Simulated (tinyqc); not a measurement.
An infinitely deep well in a field (quantum-confined Stark shift), Airy functions: one step of the calculation.

Hard walls at x = -L/2 and +L/2; between them U(x) = -F x (eV, zero at the centre). C = hbar^2/(2 m0), e = (C F^2/m1)^(1/3), z1 = (F L/2 - E)/e at the left wall and z2 = (-F L/2 - E)/e at the right wall. Levels are the roots of D(E) = Ai(z1) Bi(z2) - Ai(z2) Bi(z1).

Question. Level without field and second-order shift. E_n(0) = C (n pi/L)^2/m1; second-order shift m1 F^2 L^4 (1 - 15/(pi n)^2)/(48 C pi^2 n^2).

Parameters, values chosen for the exercise: mass m1 = 0.073 m0; well width L = 18 nm; field F = 0.0019 V/nm; level sought n = 2.

Constants: q = 1.602176634e-19 C, hbar = 1.054571817e-34 J s, m0 = 9.1093837015e-31 kg, hbar^2/(2 m0) = 0.0380998212 eV nm^2. Results are converted to the units shown.

Wanted: E_n(0); second-order shift; F L/E_1(0).

Answer.

E_n(0) = 0.063594 eV
second-order shift = 0.23759 meV
F L/E_1(0) = 2.1512

Computed by the program tinyqc: `OMP_NUM_THREADS=1 python tinyqc.py 2580115 2580116 out.jsonl`, one thread of a shared Intel Xeon 2.30GHz, about 0.03 s for the whole run.
